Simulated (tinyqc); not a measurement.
# Thermal RC ladder, step response, step by step

Computed by the program tinyqc: `OMP_NUM_THREADS=1 python tinyqc.py 2520147 2520148 out.jsonl`, one thread of a shared Intel Xeon 2.30GHz, about 0.01 s for the whole run. Printed values are rounded.

A ladder of 2 nodes: R_i joins node i to node i + 1, the last R to the ambient; C_i is the heat capacity of node i; theta is the rise above ambient, zero at t = 0. d theta/dt = -A theta + b with b = (Pw/C_1, 0, ...), times in ms.

Values chosen for this exercise:
```
symbol        value  unit                           meaning
R       [1.2, 0.63]   K/W  resistances, junction to ambient
C       [0.39, 2.1]  mJ/K      heat capacities of the nodes
Pw              2.7     W        power at node 1 from t = 0
dt             0.74    ms                         time step
```

## The rate matrix

A = C^(-1) K, K_ii = 1/R_(i-1) + 1/R_i (no first term for node 1), K_(i,i+1) = K_(i+1,i) = -1/R_i.

A (1/ms):

|  | node 1 | node 2 |
|---|---|---|
| node 1 | 2.13675 | -2.13675 |
| node 2 | -0.39683 | 1.15268 |

## Time constants and Foster resistances

A = C^(-1) K, K_ii = 1/R_(i-1) + 1/R_i (no first term for node 1), K_(i,i+1) = K_(i+1,i) = -1/R_i. The time constants tau_k are the inverse eigenvalues of A; the rise of node 1 per watt is Z(t) = sum_k r_k (1 - exp(-t/tau_k)), with r_k = v_k1^2 tau_k/C_1 and v_k the unit eigenvectors of C^(-1/2) K C^(-1/2).

tau_k, rising (ms): [0.371919, 1.66478]
r_k (K/W): [0.701535, 1.12846]

The r_k add up to the sum of the R_i, 1.830 K/W; the slowest constant is 4.48 times the fastest.

## Step 1: one time step

theta at t = 0 (K): node 1 0.00000, node 2 0.00000

Implicit Euler: (1 + dt A) theta(new) = theta + dt b.

theta after step 1 (K): node 1 2.19816, node 2 0.34835

## Step 2: one time step

As before.

theta after step 2 (K): node 1 3.26888, node 2 0.70603

## Step 3: one time step

As before.

theta after step 3 (K): node 1 3.85924, node 2 0.99261

## Course of the time stepping

Sixteen steps, against the exact rise Pw Z(t); the run counts as sound if the error in the last step is under 5 % of the exact rise. The time constants tau_k are the inverse eigenvalues of A; the rise of node 1 per watt is Z(t) = sum_k r_k (1 - exp(-t/tau_k)), with r_k = v_k1^2 tau_k/C_1 and v_k the unit eigenvectors of C^(-1/2) K C^(-1/2).

Course of the iteration:

| step | t (ms) | theta_1 (K) | exact (K) | error (K) |
|---|---|---|---|---|
| 1 | 0.74 | 2.19816 | 2.72853 | -0.530 |
| 2 | 1.48 | 3.26888 | 3.65313 | -0.384 |
| 3 | 2.22 | 3.85924 | 4.13316 | -0.274 |
| 4 | 2.96 | 4.21748 | 4.42550 | -0.208 |
| 5 | 3.7 | 4.44861 | 4.61082 | -0.162 |
| 6 | 4.44 | 4.60296 | 4.72936 | -0.126 |
| 7 | 5.18 | 4.70793 | 4.80531 | -0.0974 |
| 8 | 5.92 | 4.77997 | 4.85401 | -0.0740 |
| 9 | 6.66 | 4.82963 | 4.88522 | -0.0556 |
| 10 | 7.4 | 4.86394 | 4.90524 | -0.0413 |
| 11 | 8.14 | 4.88766 | 4.91807 | -0.0304 |
| 12 | 8.88 | 4.90408 | 4.92630 | -0.0222 |
| 13 | 9.62 | 4.91544 | 4.93158 | -0.0161 |
| 14 | 10.36 | 4.92331 | 4.93496 | -0.0117 |
| 15 | 11.1 | 4.92875 | 4.93713 | -8.37e-3 |
| 16 | 11.84 | 4.93252 | 4.93852 | -6.00e-3 |

The largest error is 0.53 K, at step 1; the last value is 0.12 % below the exact one. dt is 2.0 times the fastest time constant; implicit Euler is stable for any step, and it lags behind the exact rise.
